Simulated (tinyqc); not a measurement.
Comparisons within one model: Landau levels of massless Dirac electrons. A value that a table varies takes the place of the one given here.

E_N = sqrt(2N) hv/l for N = 0, 1, 2, ... and the mirror levels below zero; each is fourfold (spin, valley), Zeeman splitting left out; half of level 0 belongs to the electrons.

In a field B along z: l = 1/sqrt((e/hbar) B) is the magnetic length, n_B = B/(h/e) the number of states per area in one level, hbar wc = 2 muB B/m for mass m in m0; 1/angstrom^2 = 1e16/cm^2.

Level 0 takes 2 n_B electrons and each higher level 4 n_B. At zero temperature and without broadening EF sits in the partly filled level.

Constants: e/hbar = 1.519267448e-05 1/(T angstrom^2); h/e = 413566.7697 T angstrom^2; muB = 5.788381798e-05 eV/T.

Inputs chosen for the exercise (near those of graphene; not measured data):
- hv = 7.22 eV angstrom (hbar v)
- Bs = (0.5, 1, 2, 4, 8, 12, 16) T (fields)
- n = 2.6 x 1e11/cm^2 (electron sheet density)
- Bo = (0.496, 0.56, 0.645, 0.759, 0.923, 1.18, 1.62, 2.61, 6.72) T (fields)
- B = 8.5 T (magnetic field)

## The fan of levels

The four lowest levels against B, with their labels in order.

Levels (meV):

| B (T) | first | second | third | fourth | order |
|---|---|---|---|---|---|
| 0.500 | 0.00 | 28.14 | 39.80 | 48.74 | 0 1 2 3 |
| 1.00 | 0.00 | 39.80 | 56.28 | 68.93 | 0 1 2 3 |
| 2.00 | 0.00 | 56.28 | 79.60 | 97.49 | 0 1 2 3 |
| 4.00 | 0.00 | 79.60 | 112.57 | 137.87 | 0 1 2 3 |
| 8.00 | 0.00 | 112.57 | 159.19 | 194.97 | 0 1 2 3 |
| 12.0 | 0.00 | 137.87 | 194.97 | 238.79 | 0 1 2 3 |
| 16.0 | 0.00 | 159.19 | 225.14 | 275.73 | 0 1 2 3 |

How do the results move?

The fourth level grows as B^0.50 over the first two rows and B^0.50 over the last two (1 for a parabolic band without a fixed offset such as a valley splitting, 1/2 for massless Dirac electrons). The order of the levels does not change. Level 0 stays at zero, and the others stand as sqrt(N).

## Oscillation of the Fermi level

Fixed density, zero temperature, no broadening. At B = 0, EF = hv sqrt(pi n).

Filling:

| B (T) | nu | partly filled level | EF (meV) | filled share |
|---|---|---|---|---|
| 0.496 | 21.68 | 5 | 62.68 | 0.92 |
| 0.560 | 19.20 | 5 | 66.60 | 0.30 |
| 0.645 | 16.67 | 4 | 63.93 | 0.67 |
| 0.759 | 14.17 | 4 | 69.35 | 0.04 |
| 0.923 | 11.65 | 3 | 66.23 | 0.41 |
| 1.18 | 9.11 | 2 | 61.14 | 0.78 |
| 1.62 | 6.64 | 2 | 71.64 | 0.16 |
| 2.61 | 4.12 | 1 | 64.30 | 0.53 |
| 6.72 | 1.60 | 0 | 0.00 | 0.80 |

EF at B = 0 = 65.25 meV

How do the results move?

EF runs between 0.0 and 71.6 meV around its zero-field value of 65.3 meV. It follows a level while that level empties and falls to the next one down when nu passes a filled shell; the partly filled level changes 5 times in this table.

## What each parameter does

The second and third levels from below, nu = n/n_B, and EF. Each row changes one parameter from the base and keeps the others.

Results:

| case | second level (meV) | third level (meV) | nu | EF (meV) |
|---|---|---|---|---|
| base | 116.03 | 164.09 | 1.27 | 0.00 |
| B = 7.22 T | 106.94 | 151.24 | 1.49 | 0.00 |
| hv = 8.66 eV angstrom | 139.17 | 196.82 | 1.27 | 0.00 |
| n = 3.12 x 1e11/cm^2 | 116.03 | 164.09 | 1.52 | 0.00 |

How do the results move?

The largest shifts from the base row, up to three for each result and ties (the steps differ in size, so this ranks the rows, not the parameters). second level (meV): hv +23.14, B -9.09; unchanged at the printed digits by n. third level (meV): hv +32.73, B -12.86; unchanged at the printed digits by n. nu: n +0.25, B +0.22; unchanged at the printed digits by hv. EF (meV): unchanged at the printed digits by B, hv and n.

tinyqc: `OMP_NUM_THREADS=1 python tinyqc.py 1281446 1281447 out.jsonl`; about 0.01 s, one thread, shared Intel(R) Xeon(R) Processor @ 2.30GHz.
